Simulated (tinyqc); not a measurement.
What moves the results: six-band hole subbands of a thin body in a field. A value that a table varies takes the place of the one given here.

Basis X, Y, Z times spin, hole energies counted downwards from the unstrained edge (the hydrostatic shift is left out), c = hbar^2/2m0. For a symmetric tensor T let C(T) have C_XX = L Txx + M (Tyy + Tzz), C_XY = N Txy (cyclic), L = c (g1 + 4 g2), M = c (g1 - 2 g2), N = 6 c g3. k = q + kz n, n the unit normal, q = k1 u + k2 v with u along the channel [1-10] and v = n x u. H = C(k k^T) + (Dso/3)(1 - L.sigma) - B + e F z with (L_k)_ij = -i epsilon_kij; B is the block C built from the traceless strain with 2b, -b and sqrt(3) d in place of L, M, N. Strain: exx = eyy = (s11 + s12) sx/2, ezz = s12 sx, exy = -s44 sx/4. Hard walls at z = 0 and t; basis sin(j pi z/t), j = 1 to Nz: kz^2 = (j pi/t)^2, kz = -i D with D_jl = 4 j l/(t (j^2 - l^2)), z_jj = t/2 and z_jl = -8 t j l/(pi (j^2 - l^2))^2 for j + l odd; 1 MV/cm = 0.01 eV/angstrom.

Nz = 14. E1 is the top subband at q = 0, gap the distance to the next pair, and the masses are c q^2/(E(q) - E1) at |q| = 0.02 1/angstrom (mean of the spin pair) along the channel [1-10] and across it in the plane; a dash marks a band that does not rise.

Constants: hbar^2/2m0 = 3.80998211 eV angstrom^2.

Parameters, chosen for this exercise (near those of a p-type Ge channel; shifted at random, so the results belong to these values and not to a real crystal):
- g1 = 13.4 (Luttinger gamma1)
- g2 = 4.26 (gamma2)
- g3 = 5.69 (gamma3)
- Dso = 0.293 eV (spin-orbit splitting)
- b = -2.56 eV (tetragonal potential)
- d = -5.26 eV (trigonal potential)
- S = (9.93, -2.72, 14.67) 1/TPa (compliances s11, s12, s44)
- face = 111 (surface)
- t = 90 angstrom (body thickness)
- F = 0.2 MV/cm (field across the body)
- sx = 1 GPa (stress along the channel [1-10], negative in compression)

## Stress along the channel

Each row has its own sx.

Results:
```
sx (GPa)  E1 (meV)  gap (meV)  m channel  m across
-3.0         -20.6       56.8      0.039     0.261
-2.0          19.2       56.4      0.044     0.198
-1.0          52.7       55.6      0.054     0.133
-0.5          65.2       55.3      0.065     0.105
0.0           73.3       55.3      0.083     0.083
0.5           76.2       55.3      0.109     0.069
1.0           74.2       55.5      0.144     0.059
```

Under 2 GPa of compression the channel mass goes from 0.083 to 0.044 m0, the mass across from 0.083 to 0.198; the gap to the next subband is 56, 55 and 55 meV at -2, 0 and +1 GPa. The lightest channel mass of the table, 0.039 m0, is at -3.0 GPa.

## Surface orientation and number of bands

Three faces, six bands; and four bands, with Dso set to 1000 eV.

Results:
```
case           E1 (meV)  gap (meV)  m channel  m across
(001) 6 bands     104.8       68.7      0.392     0.070
(001) 4 bands     109.4       66.7      0.244     0.073
(110) 6 bands      84.6       58.5      0.097     0.079
(110) 4 bands      87.5       62.1      0.078     0.086
(111) 6 bands      74.2       55.5      0.144     0.059
(111) 4 bands      81.0       55.4      0.093     0.066
```

With six bands the top subband is shallowest on (111) (74.2 meV) and deepest on (001). Without the stress E1 would be 98.7, 75.9 and 73.3 meV, so the stress moves it by 6.1, 8.7 and 0.9 meV. The lightest channel mass is on (110) (0.097 m0). Dropping the split-off band moves E1 by 4.6, 2.9 and 6.8 meV and the gap by -2.0, 3.6 and -0.1 meV on the three faces, with Dso = 293 meV.

## What each parameter does

Six bands. Each row changes one parameter from the base and keeps the others.

Results:
```
case             E1 (meV)  gap (meV)  m channel (m0)  m across (m0)
base                 74.2       55.5           0.144          0.059
t = 80 angstrom      74.5       57.5           0.138          0.056
F = 0.5 MV/cm       137.1       99.9           0.134          0.062
sx = 0.5 GPa         76.2       55.3           0.109          0.069
g3 = 5.29            82.2       63.8           0.140          0.056
g2 = 4.9             74.2       55.5           0.155          0.062
Dso = 0.44 eV        76.3       55.4           0.125          0.061
d = -4.21 eV         74.0       55.4           0.135          0.060
```

The largest shifts from the base row, up to three for each result and ties (the steps differ in size, so this ranks the rows, not the parameters). E1 (meV): F +62.9, g3 +8.0, Dso +2.1; unchanged at the printed digits by g2. gap (meV): F +44.5, g3 +8.3, t +2.0; unchanged at the printed digits by g2. m channel (m0): sx -0.035, Dso -0.019, g2 +0.011. m across (m0): sx +0.010, g3 -0.003, g2 +0.003, F +0.003.

Run: tinyqc, `OMP_NUM_THREADS=1 python tinyqc.py 1251901 1251902 out.jsonl`; Intel(R) Xeon(R) Processor @ 2.30GHz, one thread, shared host; about 0.4 s of CPU time with all checks.
